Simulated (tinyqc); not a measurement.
Plasmons of a degenerate electron gas in the random-phase approximation: one step. Scales of the gas.

Zero temperature, parabolic band: kF = (3 pi^2 n)^(1/3), EF = c kF^2/m, Ep^2 = 8 pi c e2 n/(m eb), qTF^2 = 6 pi e2 n/(eb EF), c = hbar^2/2m0, e2 = e^2/(4 pi eps0), n in 1/angstrom^3 (1e-24 per 1/cm^3).

Constants: hbar^2/2m0 = 3.80998211 eV angstrom^2; e^2/(4 pi eps0) = 14.39964547 eV angstrom; a0 (Bohr radius) = 0.5291772105 angstrom.

Inputs chosen for the exercise (out of a larger set: mass and background constant near those of GaN; polar phonons, which mix with the plasmon in the real crystal, and the rise of the mass with filling are left out; not measured data):
- n = 6.9e+19 1/cm^3 (electron density)
- m = 0.202 m0 (mass)
- eb = 5.39 (background dielectric constant)

Task: Also rs = (3/(4 pi n))^(1/3) m/(a0 eb).

Give: kF; EF; Ep; qTF; hbar vF; rs.

Result:

kF = 0.12689 1/angstrom
EF = 303.68 meV
Ep = 295.61 meV
qTF = 0.10697 1/angstrom
hbar vF = 4.7866 eV angstrom
rs = 1.071

Ep/EF = 0.973. With rs above 1 exchange and correlation, left out here, lower the dispersion noticeably.

(tinyqc, `OMP_NUM_THREADS=1 python tinyqc.py 1682514 1682515 out.jsonl`, Intel(R) Xeon(R) Processor @ 2.30GHz, 1 thread, shared host, about 0.01 s.)
